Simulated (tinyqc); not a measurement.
Speciation in dilute and buffered hydrofluoric acid, oxide etch rate and bath loading: one step, computed by the program tinyqc.

Concentrations stand for activities, NH4+ and Cl- are spectators, and water ionisation is neglected. H, F and HF2 denote the ions H+, F- and HF2-. The base temperature is 298 K.

Question. Etch rate. Rate = k_a ([HF] + 2 [H2F2]) + k_b [HF2], an empirical two-term form. Time = oxide/rate; a temperature error changes the rate by exp((E_a/k_B)(1/298 - 1/(298 + error))) - 1.

Inputs (values chosen for the exercise, of the order of those for thermal oxide at room temperature):
```
quantity                         value            unit
rate constant of neutral HF k_a     16  nm L/(min mol)
rate constant of HF2 k_b            60  nm L/(min mol)
activation energy                 0.42              eV
temperature error                  1.3               K
oxide removed per wafer             15              nm
```

[HF] = 0.2267668 mol/L

[H2F2] = 0 mol/L

[HF2] = 0.007087160 mol/L

Constants: k_B = 8.617333262e-05 eV/K.

Give: etch rate; share of HF2 in the rate; etch time; rate change from the temperature error.

Answer.

etch rate = 4.0535 nm/min

share of HF2 in the rate = 10.490 %

etch time = 222.03 s

rate change from the temperature error = 7.3623 %
